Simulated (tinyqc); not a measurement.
# Mobility and doping from two currents

Inverse problem. A trap-free film with injecting contacts is fitted, with diffusion neglected, by J = q mu N V/Lf + (9/8) eps0 eps_r mu V^2/Lf^3. Find mu, N and the voltage at which both terms are equal.

Parameters, values chosen for the exercise:
```
symbol  value  unit                meaning
eps_r    13.8        relative permittivity
Lf        900    nm         film thickness
```

Constants: q = 1.602176634e-19 C, eps0 = 8.8541878128e-14 F/cm where lengths are in cm. Results are converted to the units shown.

J at 3.1 and 14 V (A/cm^2): [0.10247308, 0.83684976]

Answer. J/V is a straight line in V: the slope gives mu and the intercept mu N.

mu = 0.001300 cm^2/(V s)
N = 1.100e16 cm^-3
crossover voltage = 10.39 V

Computed by the program tinyqc: `OMP_NUM_THREADS=1 python tinyqc.py 2730109 2730110 out.jsonl`, one thread of a shared Intel Xeon 2.30GHz, about 5 s for the whole run.
